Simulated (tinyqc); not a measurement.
Finite square well with mass mismatch (envelope functions), step by step. Values are carried at full precision from step to step, so a last printed digit may differ when a step is redone from the rounded ones.

A square well of width L and depth V0, mass mw inside and mb outside, energies from the bottom of the well, c = hbar^2/2m0. k = sqrt(mw E/c), kappa = sqrt(mb (V0 - E)/c). psi and psi'/m are continuous at the walls (BenDaniel-Duke), so level n solves k L + 2 atan[(k/mw)/(kappa/mb)] = n pi.

Constants: hbar^2/2m0 = 3.80998211 eV angstrom^2.

Inputs chosen for the exercise (near those of a non-polar GaN well in AlGaN; shifted at random, so the results belong to these values and not to a real crystal): L = 50 angstrom (well width); V0 = 0.63 eV (barrier height); mw = 0.207 m0 (mass in the well); mb = 0.25 m0 (mass in the barrier); alpha_w = 0.2 1/eV (non-parabolicity in the well); alpha_b = 0.33 1/eV (non-parabolicity in the barrier).

## How many levels are bound

At E = V0 the arctangent equals pi/2, so level n is bound if k0 L > (n - 1) pi with k0 = sqrt(mw V0/c). Compare with the infinitely deep well, E1(hard) = c (pi/L)^2/mw.

k0 = 0.18501 1/angstrom
k0 L/pi = 2.9445
number of bound levels = 3
E1(hard) = 0.0727 eV

The count does not depend on mb. One more level binds at L = 50.9 angstrom.

## The lowest level by bisection

f(E) = k L + 2 atan[(k/mw)/(kappa/mb)] - pi rises with E. Twelve halvings of [0, V0]: keep the half in which f changes sign.

Bisection:
```
step  low (eV)  high (eV)  midpoint (eV)        k    kappa        f
1      0.00000    0.63000        0.31500  0.13082  0.14377   5.0645
2      0.00000    0.31500        0.15750  0.09250  0.17608   2.6144
3      0.00000    0.15750        0.07875  0.06541  0.19019   0.9163
4      0.00000    0.07875        0.03938  0.04625  0.19686  -0.2760
5      0.03938    0.07875        0.05906  0.05665  0.19355   0.3703
6      0.03938    0.05906        0.04922  0.05171  0.19522   0.0633
7      0.03938    0.04922        0.04430  0.04906  0.19604  -0.1017
8      0.04430    0.04922        0.04676  0.05040  0.19563  -0.0181
9      0.04676    0.04922        0.04799  0.05106  0.19542   0.0228
10     0.04676    0.04799        0.04737  0.05073  0.19553   0.0024
11     0.04676    0.04737        0.04707  0.05057  0.19558  -0.0079
12     0.04707    0.04737        0.04722  0.05065  0.19555  -0.0027
```

After twelve halvings the bracket is V0/4096 = 0.154 meV wide.

## Bound levels

Solve the condition for each n (six at most). With A = cos(kL/2) for even and sin(kL/2) for odd levels, the probability in the barriers is Pb = (A^2/kappa)/(A^2/kappa + L/2 +/- sin(kL)/(2k)), + for even.

Levels:
```
n  parity  E (eV)  k (1/angstrom)  kappa (1/angstrom)      Pb
1    even  0.0473         0.05069             0.19554  0.0147
2     odd  0.1872         0.10085             0.17046  0.0626
3    even  0.4097         0.14920             0.12023  0.1700
```

The lowest level lies at 65 % of the infinite-well value and decays into the barrier over 1/kappa = 5.1 angstrom.

## Mass in the plane and density of states

To first order in the in-plane energy, 1/m_par = (1 - Pb)/mw + Pb/mb for each subband. Each adds a step D = m_par/(2 pi c) to the density of states per area (spin included, one valley); 1/angstrom^2 = 1e16/cm^2.

Subbands:
```
n  m_par (m0)  D (1e13/(eV cm^2))
1      0.2075               8.669
2      0.2093               8.741
3      0.2132               8.908
```

## Levels with energy-dependent masses

Non-parabolic bands: mw is replaced by mw (1 + alpha_w E) and mb by mb (1 - alpha_b (V0 - E)), in k, kappa and the matching condition alike.

Solve the same condition with the energy-dependent masses, and list the shift from the parabolic levels that exist in both.

Levels:
```
n  E (eV)  mass inside  mass outside  shift (meV)
1  0.0488       0.2090        0.2020          1.5
2  0.1870       0.2147        0.2135         -0.2
3  0.3930       0.2233        0.2305        -16.7
4  0.6170       0.2325        0.2489            -
```

Level 1 moves by +1.5 meV and level 3 by -16.7 meV. The lighter mass deep in the barrier hardens the wall for low levels; the heavier mass in the well wins higher up. The heavier mass inside raises k at E = V0, which binds further levels (1 of them among the six at most that are listed).

## Checks

- Lowest level by finite differences (200 cells across the well) against the matching condition, eV: both 0.0473.

Program tinyqc; command `OMP_NUM_THREADS=1 python tinyqc.py 1281310 1281311 out.jsonl`; about 0.01 s on one thread of a shared Intel(R) Xeon(R) Processor @ 2.30GHz.
